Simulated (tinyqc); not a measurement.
Propagation of a band-gap error through k.p and effective-mass formulas: one step. Binding energies and densities for both gaps. Three cases, with inputs chosen for the exercise.

Problem. Use the values of the table.

Donor: R = Ry me/e0^2, a_B = a0 e0/me, Mott density (0.26/a_B)^3. Nc, Nv = 2 (m kT/(4 pi c))^(3/2), c = hbar^2/2m0, ni = sqrt(Nc Nv) exp(-E/2kT). Exciton: Ry mu/e0^2 with 1/mu = 1/me + g1(E). 1 angstrom^-3 = 1e24 cm^-3.

Constants: Ry = 13.60569312 eV; a0 (Bohr radius) = 0.5291772105 angstrom; kB = 8.617333262e-05 eV/K; hbar^2/2m0 = 3.80998211 eV angstrom^2.

Give: a table of quantity, at Eg, at Eg2, ratio.

Case 1.

Values chosen (reference values near those of GaSb, gap at low temperature; not measured data):
- mh = 0.6 m0 (density-of-states mass of the holes)
- T = 300 K (temperature)
- Eg = 0.811 eV (gap at Gamma to the s-like level)
- Eg2 = 0.324 eV (a wrong gap)

Band values at the two gaps:
```
quantity        at Eg     at Eg2    ratio
me          0.0339622  0.0151404  0.44580
g*           -8.92855   -37.6561        -
g1            13.3900    30.3793  2.26880
g2            4.69000    13.1846  2.81122
light hole  0.0439174  0.0176216  0.40124
heavy hole   0.249377   0.249377  1.00000
ei            14.1500    18.0251  1.27386
e0            15.9800    19.8551  1.24250
```

Solution.

Results:
```
quantity                  at Eg     at Eg2     ratio
R (meV)                   1.810     0.5225     0.289
a_B (angstrom)            249.0      694.0      2.79
Mott density (cm^-3)  1.139e+15  5.259e+13    0.0462
Nc (cm^-3)            1.571e+17  4.675e+16     0.298
ni (cm^-3)            2.086e+11  1.402e+15  6.72e+03
exciton (meV)             1.244     0.3579     0.288
```

Power laws carry the error on: the donor energy (me/e0^2) by a factor of 0.289, the Mott density (cube of me/e0) by 0.0462. ni, with its exponential, changes by a factor of 6.72e+03, that is 3.8 decades.

Case 2.

Values chosen (reference values near those of InAs, gap at low temperature; not measured data):
- mh = 0.48 m0 (density-of-states mass of the holes)
- T = 77 K (temperature)
- Eg = 0.422 eV (gap at Gamma to the s-like level)
- Eg2 = 0.131 eV (a wrong gap)

Band values at the two gaps:
```
quantity        at Eg      at Eg2    ratio
me          0.0230905  0.00814210  0.35262
g*           -14.3322    -79.5538        -
g1            19.9300     57.3038  2.87525
g2            8.48000     27.1669  3.20365
light hole  0.0271076  0.00895755  0.33044
heavy hole   0.336700    0.336700  1.00000
ei            12.3200     13.9554  1.13275
e0            15.0600     16.6954  1.10860
```

Solution.

Results:
```
quantity                  at Eg     at Eg2     ratio
R (meV)                   1.385     0.3974     0.287
a_B (angstrom)            345.1       1085      3.14
Mott density (cm^-3)  4.275e+14  1.376e+13    0.0322
Nc (cm^-3)            1.145e+16  2.397e+15     0.209
ni (cm^-3)                 1725  2.633e+12  1.53e+09
exciton (meV)            0.9486     0.2710     0.286
```

Power laws carry the error on: the donor energy (me/e0^2) by a factor of 0.287, the Mott density (cube of me/e0) by 0.0322. ni, with its exponential, changes by a factor of 1.53e+09, that is 9.2 decades.

Case 3.

Values chosen (reference values near those of InP, gap at low temperature; not measured data):
- mh = 0.43 m0 (density-of-states mass of the holes)
- T = 300 K (temperature)
- Eg = 1.414 eV (gap at Gamma to the s-like level)
- Eg2 = 0.509 eV (a wrong gap, of the size a semi-local functional can give)

Band values at the two gaps:
```
quantity        at Eg     at Eg2    ratio
me          0.0650952  0.0253292  0.38911
g*            1.30412   -2.76862        -
g1            5.09000    13.8081  2.71280
g2            1.60000    5.95907  3.72442
light hole   0.120627  0.0388708  0.32224
heavy hole   0.529101   0.529101  1.00000
ei            9.46000    13.3028  1.40622
e0            12.3700    16.2128  1.31066
```

Solution.

Results:
```
quantity                  at Eg     at Eg2     ratio
R (meV)                   5.788      1.311     0.227
a_B (angstrom)            100.6      338.7      3.37
Mott density (cm^-3)  1.728e+16  4.523e+14    0.0262
Nc (cm^-3)            4.168e+17  1.012e+17     0.243
ni (cm^-3)            2.279e+06  4.487e+13  1.97e+07
exciton (meV)             4.348     0.9713     0.223
```

Power laws carry the error on: the donor energy (me/e0^2) by a factor of 0.227, the Mott density (cube of me/e0) by 0.0262. ni, with its exponential, changes by a factor of 1.97e+07, that is 7.3 decades.

Computed by tinyqc, one run a case: `OMP_NUM_THREADS=1 python tinyqc.py N N+1 out.jsonl` with N = 1880172, 1880346, 1880407; one thread of a shared Intel(R) Xeon(R) Processor @ 2.30GHz, about 0.01 s a run at most.
